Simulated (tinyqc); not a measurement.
# Reverse leakage of an n+-p junction: diffusion, generation, trap-assisted and band-to-band tunnelling: leakage components against the temperature

One-sided abrupt junction in the depletion approximation, x from the junction (0) to W on the p side, field F = F0 (1 - x/W). Flat quasi-Fermi levels, long p side. Traps generate through SRH with both lifetimes shortened by 1 + Gamma (Hurkx enhancement, form for moderate fields); band-to-band generation is local and needs a total bending above Eg.

Nc and Nv are given at 250 K and scale as (T/250 K)^1.5; all else is held fixed. ni = sqrt(Nc Nv) exp(-Eg/(2 Vt)), Eg in volts; Vbi = Vt ln(Na Nd/ni^2); W = sqrt(2 eps0 eps_r (Vbi + VR)/(q Na)); F0 = 2 (Vbi + VR)/W; FG = sqrt(24 mt m0 (kB T)^3)/(q hbar); J_diff = q ni^2 sqrt(Dn/tau)(1 - exp(-VR/Vt))/Na. u = (Vbi + VR)(1 - x/W)^2, p = Na exp(-u/Vt), n = Nd exp((u - Vbi - VR)/Vt); G0 = ni^2 (1 - exp(-VR/Vt))/(tau (n + p + 2 ni cosh(Et/Vt))); Gamma = 2 sqrt(3 pi)(F/FG) exp((F/FG)^2); trap-assisted part G0 Gamma; G_bb = Ab F^2.5 exp(-Bb/F) with F in V/cm, zero unless Vbi + VR > Eg. Currents are q times the integrals over 0 to W; J_bb under 1e-8 of J is printed as 0; rows with F0/FG above 2.2, beyond the range of this Gamma, are left out.

Values chosen for this exercise; band and dielectric values close to those of silicon: band gap Eg = 1.11 eV; relative permittivity eps_r = 11.9; conduction-band density of states at the reference temperature Nc = 2.12e19 cm^-3; valence-band density of states at the reference temperature Nv = 2.05e19 cm^-3; acceptor density of the lighter side Na = 1.9e17 cm^-3; donor density of the heavier side Nd = 1e19 cm^-3; SRH lifetime of both carriers at zero field tau = 1e-7 s; trap level above the intrinsic level Et = 0.09 eV; tunnelling mass mt = 0.25 m0; electron diffusion coefficient on the lighter side Dn = 13 cm^2/s; band-to-band prefactor Ab = 6.9e14 cm^-0.5 V^-2.5 s^-1; band-to-band field constant Bb = 1.93e7 V/cm; reverse bias VR = 1.7 V.

Constants: q = 1.602176634e-19 C, kB = 1.380649e-23 J/K, hbar = 1.054571817e-34 J s, m0 = 9.1093837015e-31 kg, Vt = kB T/q, eps0 = 8.8541878128e-14 F/cm where lengths are in cm. Results are converted to the units shown.

Leakage components against the temperature:
```
T (K)  F0 (kV/cm)  F0/FG  J_diff (A/cm^2)  J_SRH (A/cm^2)  J_TAT (A/cm^2)  J_bb (A/cm^2)  J (A/cm^2)              largest part
220           396   1.71         1.06e-19        3.41e-13        1.13e-11       1.93e-18    1.16e-11  trap-assisted tunnelling
250           394   1.41         1.76e-16        2.47e-11        3.85e-10              0    4.09e-10  trap-assisted tunnelling
280           393   1.18         6.16e-14        7.31e-10         6.88e-9              0     7.62e-9  trap-assisted tunnelling
310           391   1.01         7.17e-12         1.14e-8         7.47e-8              0     8.62e-8  trap-assisted tunnelling
340           389  0.875         3.70e-10         1.12e-7         5.50e-7              0     6.62e-7  trap-assisted tunnelling
370           388  0.767          1.03e-8         7.63e-7         2.99e-6              0     3.76e-6  trap-assisted tunnelling
400           386  0.679          1.77e-7         3.95e-6         1.28e-5              0     1.69e-5  trap-assisted tunnelling
430           384  0.606          2.08e-6         1.64e-5         4.48e-5              0     6.33e-5  trap-assisted tunnelling
```

J rises from 1.16e-11 to 6.33e-5 A/cm^2. Trap-assisted tunnelling leads at T = 220 and in all other rows. Activation energies over the table: 1.19 eV for diffusion (Eg = 1.11 eV, raised by the T^3 of ni^2), 0.687 eV for SRH generation (Eg/2 + |Et| = 0.645 eV), 0.590 eV for the trap-assisted part, lower since Gamma grows on cooling; the total shows 0.563 eV at the cold end and 0.653 eV at the hot end.

Range of the model: The n+ side is degenerate, so Vbi from Boltzmann statistics is only a guide.

Numbers from tinyqc (`OMP_NUM_THREADS=1 python tinyqc.py 2290015 2290016 out.jsonl`; about 0.01 s on one thread of a shared Intel Xeon 2.30GHz).
